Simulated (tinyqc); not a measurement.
# Threshold-voltage variability of a planar MOSFET, analytic estimates: effect of the metal grain size

Three independent sources add in quadrature: random dopants in the depleted layer, metal-gate grains of two orientations, and roughness of the two gate edges acting through the roll-off VT = VT(long) - Vr exp(-L/l). These are first-order estimates: no three-dimensional electrostatics, no percolation.

ni = sqrt(Nc Nv) exp(-Eg/(2 Vt)), Eg in volts; Cox = 3.9 eps0/ti; Wd = sqrt(4 eps0 eps_r Vt ln(Na/ni)/(q Na)); dopants: s1 = (q/Cox) sqrt(Na Wd/(3 L W)). Grains: Ng = L W/G^2 (at least 1), s2 = dW sqrt(p (1 - p)/Ng). Edges, with exponential correlation and u = W/La: the mean gate length has sL^2 = 2 De^2 (2/u)[1 - (1 - exp(-u))/u]; s3 = sL (Vr/l) exp(-L/l). s = sqrt(s1^2 + s2^2 + s3^2). l and Vr are held fixed.

Parameters, values chosen for the exercise; material values close to those of silicon: temperature T = 300 K; band gap Eg = 1.12 eV; relative permittivity of the semiconductor eps_r = 11.5; conduction-band density of states at T Nc = 2.79e19 cm^-3; valence-band density of states at T Nv = 2.66e19 cm^-3; channel doping Na = 4e17 cm^-3; oxide-equivalent thickness in inversion ti = 1.1 nm; gate length L = 20 nm; gate width W = 86 nm; work-function difference of the two grain orientations dW = 0.3 eV; share of the orientation of higher work function p = 0.6; rms roughness of one gate edge De = 0.8 nm; correlation length of the roughness La = 15 nm; decay length of the threshold roll-off l = 4.3 nm; prefactor of the roll-off Vr = 2.8 V.

Constants: q = 1.602176634e-19 C, kB = 1.380649e-23 J/K, Vt = kB T/q, eps0 = 8.8541878128e-14 F/cm where lengths are in cm. Results are converted to the units shown.

The same in every row: s1 (mV) = 10.397; s3 (mV) = 3.7771.

Result of one run:

| s2 (mV) | s (mV) | s sqrt(L W) (mV um) |
|---|---|---|
| 17.719 | 20.888 | 0.86629 |

Which metal grain size G gave this result: 2, 5, 7 or 14 nm?

G = 5 nm.

The whole series:

| G (nm) | s2 (mV) | s (mV) | s sqrt(L W) (mV um) |
|---|---|---|---|
| 2 | 7.0875 | 13.137 | 0.54484 |
| 3 | 10.631 | 15.342 | 0.63628 |
| 5 | 17.719 | 20.888 | 0.86629 |
| 7 | 24.806 | 27.161 | 1.1264 |
| 10 | 35.437 | 37.124 | 1.5396 |
| 14 | 49.612 | 50.831 | 2.1081 |
| 20 | 70.875 | 71.733 | 2.9750 |

As G goes from 2 to 20 nm, s rises from 13.1 to 71.7 mV. The largest source is the dopants in the first row and the grains in the last. In every row the depletion depth exceeds L, so source and drain share much of the charge and s1 is rough.

Computed by the program tinyqc: `OMP_NUM_THREADS=1 python tinyqc.py 2090158 2090159 out.jsonl`, one thread of a shared Intel Xeon 2.30GHz, about 0.01 s for the whole run.
